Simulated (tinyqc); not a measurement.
Plane-wave Kohn-Sham cycle with exchange-only LDA in a layered model solid, step by step. One step of it, computed by the program tinyqc.

Question. Iteration 2: levels at that k. Diagonalise the Hermitian matrix.

H (hartree), order -2, -1, +0, +1, +2:
$$\begin{pmatrix}
0.089832 & -0.304411 & 0.031252 & -0.000184 & -0.000027 \\
-0.304411 & -0.107844 & -0.304411 & 0.031252 & -0.000184 \\
0.031252 & -0.304411 & -0.147380 & -0.304411 & 0.031252 \\
-0.000184 & 0.031252 & -0.304411 & -0.028774 & -0.304411 \\
-0.000027 & -0.000184 & 0.031252 & -0.304411 & 0.247974
\end{pmatrix}$$

Give: eigenvalues.

Answer.

eigenvalues (hartree): [-0.5729, -0.2995, 0.0167, 0.3567, 0.5527]
